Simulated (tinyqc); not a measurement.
Inside a calculation. Model: space-charge-limited current through a thin insulating or semi-insulating film with traps. Computed by tinyqc, a small Python program that keeps every step. Command: `OMP_NUM_THREADS=1 python tinyqc.py 3013209 3013210 out.jsonl sclc walk`. One thread of a shared host (Intel(R) Xeon(R) Processor @ 2.30GHz), about 0.01 s of CPU time with the checks. Intermediate numbers are printed to about 6 digits and carried at full precision; extremes and crossings named in words are read from the listed rows.

One ohmic injecting contact at x = 0 (field zero), drift only, non-degenerate free carriers.

Inputs (values chosen for the exercise, modelled on semi-insulating GaN):

| quantity | value | unit |
|---|---|---|
| permittivity eps | 9.7 | - |
| band mobility mu | 360 | cm^2/(V s) |
| effective density of states N_c | 2.4e+18 | 1/cm^3 |
| trap density N_t | 4.3e+15 | 1/cm^3 |
| equilibrium Fermi level below the band edge, E_0 | 0.89 | eV |
| thickness d | 2000 | nm |
| free density at the anode, in units of N_c | 4e-05 | - |
| temperature T | 300 | K |
| trap level E_t below the band edge | 0.2 | eV |

Traps: single level.

Constants: k_B = 8.617333262e-05 eV/K; e = 1.602176634e-19 C; eps_0 = 8.8541878128e-12 F/m.

## Equilibrium and landmark voltages

Free density n_0 = N_c exp(-E_0/k_B T) in equilibrium; trapped density n_t(n) = N_t/(1 + n_1/n), n_1 = N_c exp(-E_t/k_B T). theta = n/(n + n_t) at the anode density; trap-filled-limit voltage V_TFL = e (N_t - n_t(n_0)) d^2/(2 eps eps_0).

n_0 = 2684.54 1/cm^3

n_t(n_0) = 11014.9 1/cm^3

theta = 0.210139

V_TFL = 16.0431 V

## One point of the curve

J = e mu n F and (eps eps_0/e) dF/dx = n - n_0 + n_t(n) - n_t(n_0) = rho(n). With F = J/(e mu n): d = (eps eps_0 J/(e^2 mu)) I_1 and V = (eps eps_0 J^2/(e^3 mu^2)) I_2, I_k = int_(n_L)^infinity dn/(n^(k+1) rho(n)), n_L the density at the anode; with u = n_L/n, 200 Gauss-Legendre points in t, u = 1 - (1 - t)^2. Anode field J/(e mu n_L); Mott-Gurney current (9/8) eps eps_0 mu V^2/d^3; ohmic current e n_0 mu V/d.

I_1 = 1.20841e-29 cm^6

I_2 = 8.17151e-44 cm^9

current density J = 178.081 A/cm^2

voltage V = 4.17565 V

anode field over mean field V/d = 1.54042

trap-free Mott-Gurney current = 758.112 A/cm^2

ohmic current = 3.23278e-09 A/cm^2

J is 0.235 times the trap-free law and 5.51e10 times the ohmic current; theta is 0.210. The field ratio is 1 for ohmic flow, 3/2 for the square law and 2 for a uniform fixed charge; here 1.54.

## The whole curve

The last column is d ln J/d ln V up to the next row.

Current against voltage:

| n_L (1/cm^3) | V (V) | J (A/cm^2) | slope |
|---|---|---|---|
| 2.80e+03 | 3.63965e-11 | 3.54949e-20 | 1.73336 |
| 4.90e+04 | 2.40779e-09 | 5.07984e-17 | 1.99087 |
| 8.60e+05 | 4.35840e-08 | 1.62101e-14 | 1.99949 |
| 1.50e+07 | 7.61494e-07 | 4.94112e-12 | 1.99997 |
| 2.60e+08 | 1.32005e-05 | 1.48470e-09 | 2.00000 |
| 4.60e+09 | 2.33547e-04 | 4.64737e-07 | 2.00006 |
| 8.00e+10 | 4.06110e-03 | 1.40547e-04 | 2.00106 |
| 1.40e+12 | 7.08904e-02 | 4.29557e-02 | 2.01738 |
| 2.40e+13 | 1.16654e+00 | 1.22120e+01 | 2.19842 |
| 4.20e+14 | 1.32758e+01 | 2.56259e+03 | 2.44078 |
| 7.40e+15 | 9.54121e+01 | 3.15723e+05 | 2.07991 |
| 1.30e+17 | 1.31813e+03 | 7.43260e+07 | - |

The slope starts at 1.73, peaks at 2.4 between 13.3 and 95.4 V and ends at 2.08. Rows below 0.26 V (10 k_B T/e) are formal, since diffusion from the contact rules there. Self-heating is left out, although J V exceeds 1e5 W/cm^2 at the last row. The last rows ignore velocity saturation (mu V/d above 1e7 cm/s). Rows above 600 V are formal, since the mean field exceeds 3 MV/cm and breakdown sets in. No slope between rows exceeds 4, so the step at the trap-filled limit is weak or is smeared by the row spacing.

Checks made by the program: trap-free limit against the Mott-Gurney law (relative difference 5e-08).
